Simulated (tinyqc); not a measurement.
Convergence with the basis: effective-mass impurity with a central-cell term, in a basis of Slater functions. Computed by tinyqc, a small Python program. Command: `OMP_NUM_THREADS=1 python tinyqc.py 3025363 3025364 out.jsonl centralcell walk`. One thread of a shared host (Intel(R) Xeon(R) Processor @ 2.30GHz), about 0.01 s of CPU time with the checks.

The envelope obeys H = -nabla^2 - (2/r) [Z + A exp(-kappa r)] in effective units, with kappa = a*/lambda; positive A deepens the well near the core.

Inputs (values chosen for the exercise, with mass and screening modelled on ZnO):
```
quantity                   value      unit
effective mass m           0.279       m_0
dielectric constant eps     8.61         -
charge Z of the core           1         -
central-cell strength A     0.83         -
central-cell range lambda    2.4  angstrom
smallest exponent zeta_1    0.53      1/a*
ratio beta of exponents      2.8         -
```

Impurity: donor, one isotropic band.

Constants: Ry = 13.605693123 eV; a_0 = 0.529177210903 angstrom.

Method:
- Units: Ry* = Ry m/eps^2 and a* = a_0 eps/m, with m in m_0.
- kappa = a*/lambda; the hydrogenic ground state is bound by Z^2 Ry*.
- For s functions exp(-zeta r), with s = zeta_i + zeta_j: S = 2/s^3, T = zeta_i zeta_j S, V = -2 Z/s^2, W = -2 A/(s + kappa)^2; each function is normalised by dividing by sqrt(S_ii S_jj).
- Large basis: zeta_i = 0.06 x 1.6^(i-1), i = 1..22, same formulas; for p functions r exp(-zeta r): S = 24/s^5, T = zeta_i zeta_j S (centrifugal term included), V = -12 Z/s^4, W = -12 A/(s + kappa)^4; overlap eigenvalues below 1e-11 are dropped.
- Binding energies are -E Ry*; the effective quantum number is nu = Z/sqrt(-E); |psi(0)|^2 is given relative to the hydrogenic Z^3/(pi a*^3).
- zeta_i = zeta_1 beta^(i-1), i = 1..n.
- The error is the lowest level above the large-basis value.

kappa = 6.80438 1/a*

Ry* = 51.2057 meV

1s binding energy = 56.5999 meV

Error of the 1s level:
```
n  error (meV)  largest exponent (1/a*)
1       15.887               5.3000e-01
2        1.220               1.4840e+00
3        1.131               4.1552e+00
4        0.949               1.1635e+01
5        0.911               3.2577e+01
6        0.902               9.1215e+01
7        0.899               2.5540e+02
8        0.898               7.1513e+02
```

What follows from these numbers?

The error falls from 15.9 to 0.898 meV. The last function changes it by less than 5 %: it has levelled off, and what remains is set by beta and zeta_1, not by the range of exponents.

Extremes, crossings and ranges named in words are read from the listed rows.
